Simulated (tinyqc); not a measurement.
Comparisons within one model: Landau levels of a parabolic two-dimensional band. A value that a table varies takes the place of the one given here.

E(N, s) = (N + 1/2) hbar wc + s gs muB B with s = +/-1/2.

In a field B along z: l = 1/sqrt((e/hbar) B) is the magnetic length, n_B = B/(h/e) the number of states per area in one level, hbar wc = 2 muB B/m for mass m in m0; 1/angstrom^2 = 1e16/cm^2.

Each listed level takes n_B electrons. At zero temperature and without broadening EF sits in the partly filled level.

Constants: hbar^2/2m0 = 3.80998211 eV angstrom^2; e/hbar = 1.519267448e-05 1/(T angstrom^2); h/e = 413566.7697 T angstrom^2; muB = 5.788381798e-05 eV/T.

Inputs chosen for the exercise (near those of a two-dimensional electron gas in Ge (111); shifted at random, so the results belong to these values and not to a real crystal):
- m = 0.0824 m0 (mass)
- gs = 0.84 (g factor)
- gv = 1 (valleys)
- Bs = (0.5, 1, 2, 4, 8, 12, 16) T (fields)
- n = 2.9 x 1e11/cm^2 (electron sheet density)
- Bo = (2.1, 2.36, 2.68, 3.11, 3.69, 4.55, 5.92, 8.49, 15) T (fields)
- tilt = (0, 30, 50, 60, 68, 74, 80) degrees (tilt angles)
- Bp = 5.5 T (perpendicular component, kept fixed)
- B = 5.5 T (magnetic field)

## The fan of levels

The four lowest levels against B, with their labels in order.

Levels (meV):
```
B (T)  first  second  third  fourth        order
0.500   0.34    0.36   1.04    1.07  0- 0+ 1- 1+
1.00    0.68    0.73   2.08    2.13  0- 0+ 1- 1+
2.00    1.36    1.45   4.17    4.26  0- 0+ 1- 1+
4.00    2.71    2.91   8.33    8.53  0- 0+ 1- 1+
8.00    5.43    5.81  16.66   17.05  0- 0+ 1- 1+
12.0    8.14    8.72  25.00   25.58  0- 0+ 1- 1+
16.0   10.85   11.63  33.33   34.11  0- 0+ 1- 1+
```

The fourth level grows as B^1.00 over the first two rows and B^1.00 over the last two (1 for a parabolic band without a fixed offset such as a valley splitting, 1/2 for massless Dirac electrons). The order of the levels does not change. The Zeeman gap is |gs| m/2 = 0.035 of hbar wc at every field.

## Oscillation of the Fermi level

Fixed density, zero temperature, no broadening. At B = 0, EF = 2 pi c n/(m gv) with c = hbar^2/2m0.

Filling:
```
B (T)    nu  partly filled level  EF (meV)  filled share
2.10   5.71                   2+      7.43          0.71
2.36   5.08                   2+      8.35          0.08
2.68   4.48                   2-      9.35          0.48
3.11   3.86                   1+      6.63          0.86
3.69   3.25                   1+      7.87          0.25
4.55   2.64                   1-      9.48          0.64
5.92   2.03                   1-     12.33          0.03
8.49   1.41                   0+      6.17          0.41
15.0   0.80                   0-     10.17          0.80
```

EF at B = 0 = 8.43 meV

EF runs between 6.2 and 12.3 meV around its zero-field value of 8.4 meV. It follows a level while that level empties and falls to the next one down when nu passes a filled shell; the partly filled level changes 5 times in this table.

## Tilting the field

The cyclotron gap follows Bp, the Zeeman gap the total field Bp/cos(theta): i = |gs| muB B/(hbar wc) = |gs| m/(2 cos theta). With f the fractional part of i the gaps alternate between f and 1 - f of hbar wc. The layer is taken as strictly two-dimensional and valley splitting is left out.

Gaps:
```
theta (degrees)  B total (T)      i  f hbar wc (meV)  (1 - f) hbar wc (meV)
0                       5.50  0.035            0.267                  7.460
30                      6.35  0.040            0.309                  7.418
50                      8.56  0.054            0.416                  7.311
60                     11.00  0.069            0.535                  7.192
68                     14.68  0.092            0.714                  7.013
74                     19.95  0.126            0.970                  6.757
80                     31.67  0.199            1.540                  6.187
```

i = 1/2 (equal gaps) falls at theta = 86.0 degrees. i = 1 (levels of opposite spin coincide) falls at theta = 88.0 degrees. Over the table i grows from 0.035 to 0.199.

## What each parameter does

The second and third levels from below, nu = n/n_B, and EF. Each row changes one parameter from the base and keeps the others.

Results:
```
case                  second level (meV)  third level (meV)    nu  EF (meV)
base                                4.00              11.46  2.18     11.46
B = 4.67 T                          3.39               9.73  2.57      9.73
m = 0.0989 m0                       3.35               9.52  2.18      9.52
gs = 1.01                           4.02              11.43  2.18     11.43
n = 2.46 x 1e11/cm^2                4.00              11.46  1.85      4.00
```

The largest shifts from the base row, up to three for each result and ties (the steps differ in size, so this ranks the rows, not the parameters). second level (meV): m -0.64, B -0.60, gs +0.03; unchanged at the printed digits by n. third level (meV): m -1.93, B -1.73, gs -0.03; unchanged at the printed digits by n. nu: B +0.39, n -0.33; unchanged at the printed digits by m and gs. EF (meV): n -7.46, m -1.93, B -1.73.

tinyqc: `OMP_NUM_THREADS=1 python tinyqc.py 1280385 1280386 out.jsonl`; about 0.01 s, one thread, shared Intel(R) Xeon(R) Processor @ 2.30GHz.
